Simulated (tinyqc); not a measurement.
Two-step dopant diffusion (predeposition and drive-in) with a constant diffusivity: one step, computed by the program tinyqc.

Fick diffusion into a half space x > 0 whose background doping C_B is of the opposite type, so that a junction lies where C = C_B.

Question. Diffusivities. D = D0 exp(-E/(k_B T)). Temperatures in kelvin are T(C) + 273.15. Times in seconds are 60 times the minutes.

Inputs (values chosen for the exercise, modelled on gallium in silicon):
```
quantity                      value    unit
prefactor D0                  0.342  cm^2/s
activation energy E            3.39      eV
predeposition temperature T1    925       C
predeposition time t1            10     min
drive-in temperature T2        1050       C
```

Constants: k_B = 8.617333262e-05 eV/K.

Give: D1; D2; product D1 t1.

Answer.

D1 = 1.8822e-15 cm^2/s

D2 = 4.1857e-14 cm^2/s

product D1 t1 = 1.1293e-12 cm^2
